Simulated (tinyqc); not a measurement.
Thermal displacements in the Debye model: Debye-Waller factors, bond-length spread and the Lindemann rule: one step, computed by the program tinyqc. Command: `OMP_NUM_THREADS=1 python tinyqc.py 3020543 3020544 out.jsonl debyewaller walk`. One thread of a shared host (Intel(R) Xeon(R) Processor @ 2.30GHz), about 0.01 s of CPU time with the checks.

A Debye spectrum with three branches of one velocity, cut at k_B Theta; 8 atoms per cube, nearest neighbours at d = 0.433013 a.

Task: Lindemann melting temperature. <u_x^2> = (3 hbar^2/(2 M k_B Theta)) int_0^1 s coth(s Theta/(2T)) ds (64 Gauss-Legendre points); it tends to 3 hbar^2/(4 M k_B Theta) at T = 0 and to 3 hbar^2 T/(M k_B Theta^2) at high T. Melting is placed where sqrt(3 <u_x^2>) = x_L d; the classical form gives T_m = M k_B Theta^2 (x_L d)^2/(9 hbar^2).

Inputs (values chosen for the exercise, modelled on germanium):
```
quantity                 value      unit
atomic mass M            72.63         u
Debye temperature Theta    280         K
lattice constant a       5.658  angstrom
temperature T              150         K
Lindemann ratio x_L       0.11         -
```

Structure: diamond.

<u_x^2> = 0.004192381 angstrom^2

Constants: hbar^2/u = 4.18015928e-03 eV angstrom^2; k_B = 8.617333262e-05 eV/K.

Give: Lindemann T_m; classical T_m; ratio sqrt(3 <u_x^2>)/d at T.

Result:

Lindemann T_m = 945.0 K

classical T_m = 947.3 K

ratio sqrt(3 <u_x^2>)/d at T = 0.04577

The rule is empirical: x_L is fitted within a family of like crystals, and T_m goes as its square.
